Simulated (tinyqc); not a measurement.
UHF in the 6-31g basis, for H3-, spin multiplicity 1, step by step. The basis has no diffuse functions, so it cannot describe the extra electron: this is an exercise in the method, not the real anion. One step of it, computed by the program tinyqc.

Problem. Iteration 3: diagonalisation and new density. Diagonalise F' = X^T F X, C = X C', fill 2 alpha and 2 beta electrons from the bottom; D(s) = C_occ C_occ^T. Each column has its largest component positive (the first on a tie).

F(alpha) (hartree), order 1H 1s, 1H 2s, 2H 1s, 2H 2s, 3H 1s, 3H 2s:
$$\begin{pmatrix}
0.492963 & -0.162542 & -0.164815 & -0.202873 & -0.102909 & -0.125239 \\
-0.162542 & -0.003253 & -0.164764 & -0.119007 & -0.166090 & -0.091329 \\
-0.164815 & -0.164764 & 0.646824 & -0.055769 & 0.013028 & -0.017951 \\
-0.202873 & -0.119007 & -0.055769 & 0.098208 & -0.000875 & -0.043342 \\
-0.102909 & -0.166090 & 0.013028 & -0.000875 & 0.298000 & -0.295224 \\
-0.125239 & -0.091329 & -0.017951 & -0.043342 & -0.295224 & -0.068941
\end{pmatrix}$$

F(beta) (hartree), order 1H 1s, 1H 2s, 2H 1s, 2H 2s, 3H 1s, 3H 2s:
$$\begin{pmatrix}
0.492963 & -0.162542 & -0.102909 & -0.125239 & -0.164815 & -0.202873 \\
-0.162542 & -0.003253 & -0.166090 & -0.091329 & -0.164764 & -0.119007 \\
-0.102909 & -0.166090 & 0.298000 & -0.295224 & 0.013028 & -0.000875 \\
-0.125239 & -0.091329 & -0.295224 & -0.068941 & -0.017951 & -0.043342 \\
-0.164815 & -0.164764 & 0.013028 & -0.017951 & 0.646824 & -0.055769 \\
-0.202873 & -0.119007 & -0.000875 & -0.043342 & -0.055769 & 0.098208
\end{pmatrix}$$

X, order 1H 1s, 1H 2s, 2H 1s, 2H 2s, 3H 1s, 3H 2s:
$$\begin{pmatrix}
1.270760 & -0.551609 & 0.022144 & 0.054971 & 0.022144 & 0.054971 \\
-0.551609 & 1.645169 & 0.043704 & -0.445472 & 0.043704 & -0.445472 \\
0.022144 & 0.043704 & 1.254949 & -0.502218 & -0.001697 & -0.008537 \\
0.054971 & -0.445472 & -0.502218 & 1.430801 & -0.008537 & 0.128716 \\
0.022144 & 0.043704 & -0.001697 & -0.008537 & 1.254949 & -0.502218 \\
0.054971 & -0.445472 & -0.008537 & 0.128716 & -0.502218 & 1.430801
\end{pmatrix}$$

Give: F' = X^T F X; orbital energies; coefficients C; F' = X^T F X; orbital energies; coefficients C; D(alpha) after iteration 3; D(beta) after iteration 3.

Solution.

F' = X^T F X (alpha) (hartree):
$$\begin{pmatrix}
0.9823 & -0.6175 & -0.0332 & -0.0958 & 0.0076 & -0.0359 \\
-0.6175 & 0.5534 & -0.0943 & -0.1993 & -0.0672 & -0.1369 \\
-0.0332 & -0.0943 & 1.0963 & -0.5401 & 0.0058 & 0.0237 \\
-0.0958 & -0.1993 & -0.5401 & 0.5019 & 0.0294 & 0.0228 \\
0.0076 & -0.0672 & 0.0058 & 0.0294 & 0.8066 & -0.6758 \\
-0.0359 & -0.1369 & 0.0237 & 0.0228 & -0.6758 & 0.3914
\end{pmatrix}$$

orbital energies (alpha) (hartree): MO1 -0.1935, MO2 -0.0374, MO3 0.4128, MO4 1.3054, MO5 1.4163, MO6 1.4281

coefficients C (alpha), order 1H 1s, 1H 2s, 2H 1s, 2H 2s, 3H 1s, 3H 2s:
$$\begin{pmatrix}
0.1661 & -0.1572 & 0.2010 & -0.0801 & -0.4446 & 1.2765 \\
0.2593 & -0.4521 & 0.9281 & 0.4454 & 0.7014 & -1.2602 \\
0.0622 & -0.1497 & -0.1388 & 0.1545 & 1.2504 & 0.4434 \\
0.1542 & -0.4242 & -0.8983 & -0.2488 & -1.2006 & -0.0591 \\
0.2745 & 0.1984 & -0.0732 & 1.2970 & -0.1628 & 0.0279 \\
0.5214 & 0.5629 & -0.4387 & -1.2863 & -0.0329 & 0.2839
\end{pmatrix}$$

F' = X^T F X (beta) (hartree):
$$\begin{pmatrix}
0.9823 & -0.6175 & 0.0076 & -0.0359 & -0.0332 & -0.0958 \\
-0.6175 & 0.5534 & -0.0672 & -0.1369 & -0.0943 & -0.1993 \\
0.0076 & -0.0672 & 0.8066 & -0.6758 & 0.0058 & 0.0294 \\
-0.0359 & -0.1369 & -0.6758 & 0.3914 & 0.0237 & 0.0228 \\
-0.0332 & -0.0943 & 0.0058 & 0.0237 & 1.0963 & -0.5401 \\
-0.0958 & -0.1993 & 0.0294 & 0.0228 & -0.5401 & 0.5019
\end{pmatrix}$$

orbital energies (beta) (hartree): MO1 -0.1935, MO2 -0.0374, MO3 0.4128, MO4 1.3054, MO5 1.4163, MO6 1.4281

coefficients C (beta), order 1H 1s, 1H 2s, 2H 1s, 2H 2s, 3H 1s, 3H 2s:
$$\begin{pmatrix}
0.1661 & -0.1572 & 0.2010 & -0.0801 & -0.4446 & 1.2765 \\
0.2593 & -0.4521 & 0.9281 & 0.4454 & 0.7014 & -1.2602 \\
0.2745 & 0.1984 & -0.0732 & 1.2970 & -0.1628 & 0.0279 \\
0.5214 & 0.5629 & -0.4387 & -1.2863 & -0.0329 & 0.2839 \\
0.0622 & -0.1497 & -0.1388 & 0.1545 & 1.2504 & 0.4434 \\
0.1542 & -0.4242 & -0.8983 & -0.2488 & -1.2006 & -0.0591
\end{pmatrix}$$

D(alpha) after iteration 3, order 1H 1s, 1H 2s, 2H 1s, 2H 2s, 3H 1s, 3H 2s:
$$\begin{pmatrix}
0.0523 & 0.1141 & 0.0339 & 0.0923 & 0.0144 & -0.0019 \\
0.1141 & 0.2717 & 0.0838 & 0.2318 & -0.0185 & -0.1193 \\
0.0339 & 0.0838 & 0.0263 & 0.0731 & -0.0126 & -0.0519 \\
0.0923 & 0.2318 & 0.0731 & 0.2037 & -0.0419 & -0.1584 \\
0.0144 & -0.0185 & -0.0126 & -0.0419 & 0.1147 & 0.2548 \\
-0.0019 & -0.1193 & -0.0519 & -0.1584 & 0.2548 & 0.5888
\end{pmatrix}$$

D(beta) after iteration 3, order 1H 1s, 1H 2s, 2H 1s, 2H 2s, 3H 1s, 3H 2s:
$$\begin{pmatrix}
0.0523 & 0.1141 & 0.0144 & -0.0019 & 0.0339 & 0.0923 \\
0.1141 & 0.2717 & -0.0185 & -0.1193 & 0.0838 & 0.2318 \\
0.0144 & -0.0185 & 0.1147 & 0.2548 & -0.0126 & -0.0419 \\
-0.0019 & -0.1193 & 0.2548 & 0.5888 & -0.0519 & -0.1584 \\
0.0339 & 0.0838 & -0.0126 & -0.0519 & 0.0263 & 0.0731 \\
0.0923 & 0.2318 & -0.0419 & -0.1584 & 0.0731 & 0.2037
\end{pmatrix}$$
